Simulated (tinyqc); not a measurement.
Smearing for a one-band metal on the fcc lattice: one step. Occupations and energies. Two cases, with inputs chosen for the exercise.

Question. Converge mu, then list x, f and s of each level and form the sums.

With x = (E_k - mu)/sigma: Fermi-Dirac f = 1/(1 + exp(x)), s = -f ln f - (1 - f) ln(1 - f). With weights w = points/N^d (d the dimension), mu solves 2 sum w f = ne; E = 2 sum w f E_k, S = 2 sum w s, F = E - sigma S.

Give: mu; x, f and s of each level; E; S; F; (E + F)/2.

Case 1.

Values chosen: ne = 0.74 (electrons per cell); sigma = 0.276 eV (width).

Distinct levels:

| E_k (eV) | points |
|---|---|
| -17.400000 | 1 |
| -11.098235 | 8 |
| -9.265023 | 6 |
| -3.765611 | 12 |
| -0.901765 | 8 |
| -0.799412 | 24 |
| 2.599412 | 24 |
| 2.765023 | 6 |
| 4.000000 | 24 |
| 4.865611 | 12 |

Answer.

mu = -0.7105 eV

x, f and s of each level:

| E_k (eV) | x | f | s |
|---|---|---|---|
| -17.4000 | -60.47 | 1.0000 | 0.0000 |
| -11.0982 | -37.64 | 1.0000 | 0.0000 |
| -9.2650 | -30.99 | 1.0000 | 0.0000 |
| -3.7656 | -11.07 | 1.0000 | 0.0002 |
| -0.9018 | -0.69 | 0.6667 | 0.6365 |
| -0.7994 | -0.32 | 0.5799 | 0.6803 |
| 2.5994 | 11.99 | 0.0000 | 0.0001 |
| 2.7650 | 12.59 | 0.0000 | 0.0000 |
| 4.0000 | 17.07 | 0.0000 | 0.0000 |
| 4.8656 | 20.20 | 0.0000 | 0.0000 |

E = -3.5663 eV
S = 0.3428
F = -3.6610 eV
(E + F)/2 = -3.6137 eV

Levels with f between 0.001 and 0.999: 2. (E + F)/2 removes the term in sigma^2 for this scheme. That argument needs a smooth density of states, and the number of distinct levels within 2 sigma of mu is only 2, so it may fail on this mesh.

Case 2.

Values chosen: ne = 1.32 (electrons per cell); sigma = 0.18 eV (width).

Distinct levels:

| E_k (eV) | points |
|---|---|
| -3.780000 | 1 |
| -2.970000 | 8 |
| -2.610000 | 6 |
| -1.800000 | 12 |
| -1.350000 | 8 |
| -1.080000 | 24 |
| -0.540000 | 4 |
| -0.270000 | 24 |
| 0.090000 | 24 |
| 0.270000 | 6 |
| 0.360000 | 24 |
| 1.080000 | 36 |
| 1.350000 | 24 |
| 1.710000 | 12 |
| 1.980000 | 3 |

Answer.

mu = 0.7338 eV

x, f and s of each level:

| E_k (eV) | x | f | s |
|---|---|---|---|
| -3.7800 | -25.08 | 1.0000 | 0.0000 |
| -2.9700 | -20.58 | 1.0000 | 0.0000 |
| -2.6100 | -18.58 | 1.0000 | 0.0000 |
| -1.8000 | -14.08 | 1.0000 | 0.0000 |
| -1.3500 | -11.58 | 1.0000 | 0.0001 |
| -1.0800 | -10.08 | 1.0000 | 0.0005 |
| -0.5400 | -7.08 | 0.9992 | 0.0068 |
| -0.2700 | -5.58 | 0.9962 | 0.0248 |
| 0.0900 | -3.58 | 0.9728 | 0.1249 |
| 0.2700 | -2.58 | 0.9294 | 0.2553 |
| 0.3600 | -2.08 | 0.8886 | 0.3494 |
| 1.0800 | 1.92 | 0.1275 | 0.3816 |
| 1.3500 | 3.42 | 0.0316 | 0.1402 |
| 1.7100 | 5.42 | 0.0044 | 0.0282 |
| 1.9800 | 6.92 | 0.0010 | 0.0078 |

E = -0.8590 eV
S = 0.2872
F = -0.9107 eV
(E + F)/2 = -0.8848 eV

Levels with f between 0.001 and 0.999: 7. (E + F)/2 removes the term in sigma^2 for this scheme. That argument needs a smooth density of states, and the number of distinct levels within 2 sigma of mu is only 1, so it may fail on this mesh.

Computed by tinyqc, one run a case: `OMP_NUM_THREADS=1 python tinyqc.py N N+1 out.jsonl` with N = 1650828, 1650965; one thread of a shared Intel(R) Xeon(R) Processor @ 2.30GHz, about 0.3 s a run at most.
